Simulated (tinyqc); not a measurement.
# From mixing free energy G_mix back to temperature T

Model: cluster expansion of a binary alloy: correlations, fit, cross-validation and ground states. Computed by tinyqc, a small Python program. Command: `OMP_NUM_THREADS=1 python tinyqc.py 3009779 3009780 out.jsonl clex inv`. One thread of a shared host (Intel(R) Xeon(R) Processor @ 2.30GHz), about 0.2 s of CPU time with the checks.

s = +1 for A and -1 for B. Energy per site E = J0 + J1 P(point) + sum over clusters of m V P, with P the mean product of spins; V > 0 on a pair favours unlike neighbours. Clusters per site m: pair 1 6, pair 2 3, pair 3 12, triplet 8; the triplet is the triangle of first neighbours. Formation energies are counted from the line between pure A and pure B, which removes J0 and J1.

Inputs (values chosen for the exercise, for a model alloy):
```
quantity,value,unit
first-pair interaction V1,-38.5,meV
second-pair interaction V2,-11,meV
third-pair interaction V3,-3.6,meV
triplet interaction Vt,-3.4,meV
fraction x of B,0.86,-
```

Lattice: fcc.

Constants: k_B = 8.617333262e-05 eV/K.

Method. Random alloy: P(pair) = p^2, P(triplet) = p^3, p = 1 - 2x, so H_mix = (p^2 - 1) sum m V(pairs) + (p^3 - p) m Vt; G_mix = H_mix + k_B T [x ln x + (1 - x) ln(1 - x)]. To first order in 1/T the Warren-Cowley parameter of shell 1 is alpha_1 = -(1 - p^2) V_eff/(k_B T), V_eff = V1 + (number of triplets on a first-neighbour bond) p Vt, that number being 4.

Problem. A run gave the result below. Find the temperature T, known to lie between 1800 and 5600 K.

mixing free energy G_mix = 23.2858 meV/site

Solution.

Each step takes the trial c = (a f_b - b f_a)/(f_b - f_a), f being the result less the target and a, b, c the logarithms of the listed values; c replaces end b, the old b replaces a if the sign of f changed, and otherwise f_a is halved.

Scan of the range:
```
temperature T (K),mixing free energy G_mix (meV/site)
1800,75.7012
2170,62.7893
2630,46.7366
3170,27.8922
3840,4.5112
4630,-23.0575
5600,-56.9076
```

False position (Illinois rule, in the logarithm of the input) inside the bracket:
```
step,end a,end b,trial,mixing free energy G_mix (meV/site)
1,3170.00,3840.00,3292.04,23.6334
2,3840.00,3292.04,3301.27,23.3114
3,3840.00,3301.27,3302.62,23.2640
4,3301.27,3302.62,3302.00,23.2858
5,3302.62,3302.00,3302.00,23.2858
```

Mixing free energy G_mix falls at every point of a 13-point scan of the range (every second point is shown), so one value fits; it is bracketed by 3170 and 3840. The scan shows a straight line, so linear interpolation between any two rows gives the answer at once. Answer: temperature T = 3302 K.

Caution: G_mix lies above the hull of the ordered structures at this x, so the random alloy is not the equilibrium state at T.
